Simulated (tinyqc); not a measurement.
Global model of a low-pressure process discharge: electron temperature, density, ion flux and ion energy: one step, computed by the program tinyqc.

Maxwellian electrons with temperature T_e in eV, one positive ion, no negative ions, uniform bulk density n; rate constants have the Arrhenius form.

Question. Energy per pair and density. E_c = E_iz + (X0 exp(-E_ex/T_e) E_ex + K_el (3 m_0/M) T_e)/K_iz; wall potential V_s = (T_e/2) ln(M/(2 pi m_0)); E_T = E_c + 2 T_e + T_e/2 + V_s; n = P/(e u_B A_eff E_T); ion current density J = e h_L n u_B; ionised share n/n_g.

Inputs (values chosen for the exercise, of the order of those of an inductive discharge in a simple atomic gas): ion mass M = 40 u; ionisation energy E_iz = 13.5 eV; excitation prefactor X0 = 7.7e-15 m^3/s; excitation energy E_ex = 8.27 eV; elastic rate constant K_el = 1e-13 m^3/s; gas temperature T_g = 600 K; absorbed power P = 660 W.

T_e = 2.763295 eV

K_iz = 3.400003e-16 m^3/s

Bohm velocity u_B = 2581.751 m/s

A_eff = 285.2377 cm^2

h_L = 0.3303958

gas density n_g = 9.415862e+19 1/m^3

Constants: m_0 = 9.1093837015e-31 kg; u = 1.6605390666e-27 kg; e = 1.602176634e-19 C.

Give: collisional loss per pair E_c; wall potential V_s; E_T; plasma density n; ion current density J; ionised share.

Answer.

collisional loss per pair E_c = 22.93 eV

wall potential V_s = 12.93 V

E_T = 42.76 eV

plasma density n = 1.308e+12 1/cm^3

ion current density J = 17.88 mA/cm^2

ionised share = 0.01389

Collisions take 54 % of the power and the walls the rest. T_e came from the particle balance alone; the power sets only n.
